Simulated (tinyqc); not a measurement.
Vertical double-diffused power MOSFET, components of the on-resistance: one step of the calculation.

Stripe cells of pitch Wp + a, two channels a cell. Current flows through the channels, spreads in the accumulation layer, passes the gap between the p bodies and spreads at 45 degrees into the drift layer below them. Low drain voltage, full ionisation.

Problem. Drift layer. Triangular field at breakdown with Ec = Kc N^(1/8): BV = eps0 eps_r Ec^2/(2 q N), so N = (eps0 eps_r Kc^2/(2 q BV))^(4/3); W = 2 BV/Ec; mu = mud (T/300 K)^(-bt); rho = 1/(q mu N); ideal resistance rho W.

Parameters, values chosen for the exercise; bulk values close to those of 4H silicon carbide:
- T = 450 K (temperature)
- eps_r = 9.7 (relative permittivity)
- Kc = 23800 V/cm per (cm^-3)^(1/8) (critical-field constant)
- BV = 900 V (rated breakdown voltage of the drift layer)
- mud = 786 cm^2/(V s) (drift mobility at 300 K)
- bt = 2.3 (temperature exponent of the drift mobility)

Constants: q = 1.602176634e-19 C, eps0 = 8.8541878128e-14 F/cm where lengths are in cm. Results are converted to the units shown.

Find: drift doping N; Ec; drift thickness W; electron mobility mu at T; drift resistivity rho; ideal resistance.

Solution.

drift doping N = 2.008e16 cm^-3
Ec = 2.597 MV/cm
drift thickness W = 6.932 um
electron mobility mu at T = 309.3 cm^2/(V s)
drift resistivity rho = 1.005 ohm cm
ideal resistance = 0.6965 mohm cm^2

Numbers from tinyqc (`OMP_NUM_THREADS=1 python tinyqc.py 2230139 2230140 out.jsonl`; about 0.01 s on one thread of a shared Intel Xeon 2.30GHz).
